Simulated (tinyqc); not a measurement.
Voltage acceleration of oxide breakdown, four models on the same data: one step of the calculation.

Field E = V/tox in MV/cm. Models: ln(t63/1 s) = a - c X with X = E (E model), -1/E (1/E model), ln V (power law, c the exponent n) or sqrt(E).

Problem. Projection to use conditions. Project to Vu, multiply by exp[(Ea q/kB)(1/Tu - 1/Ts)] and by ks; ten years are 3.15576e8 s. The largest voltage for ten years solves the same relation for V.

Values chosen for this exercise: oxide thickness tox = 5.3 nm; use voltage Vu = 3.1 V; stress temperature Ts = 398 K; use temperature Tu = 378 K; activation energy Ea = 0.67 eV; factor for area and percentile ks = 8.6e-6.

Constants: q = 1.602176634e-19 C, kB = 1.380649e-23 J/K. Results are converted to the units shown.

```
model           c           a
E       3.2060939   43.034164
1/E     424.00198  -31.419378
power   37.137269   72.931990
sqrt E  21.862795   80.126880
```

Give: temperature factor; lifetime; largest voltage for ten years.

Solution.

temperature factor = 2.811

```
model   lifetime (years)  largest voltage for ten years (V)
E                0.02689                              2.122
1/E              5.264e5                              3.647
power              20.44                              3.160
sqrt E            0.5245                              2.764
```

The lifetimes span 7.29 decades, from the E model (most cautious) to the 1/E model; the allowed voltage spans 2.12 to 3.65 V. 2 of the four models pass ten years at Vu. Lifetimes beyond a thousand years are formal extrapolations.

Range of the model: All four laws are empirical fits; none is established far below the stress range.

Computed by the program tinyqc: `OMP_NUM_THREADS=1 python tinyqc.py 2070103 2070104 out.jsonl`, one thread of a shared Intel Xeon 2.30GHz, about 0.01 s for the whole run.
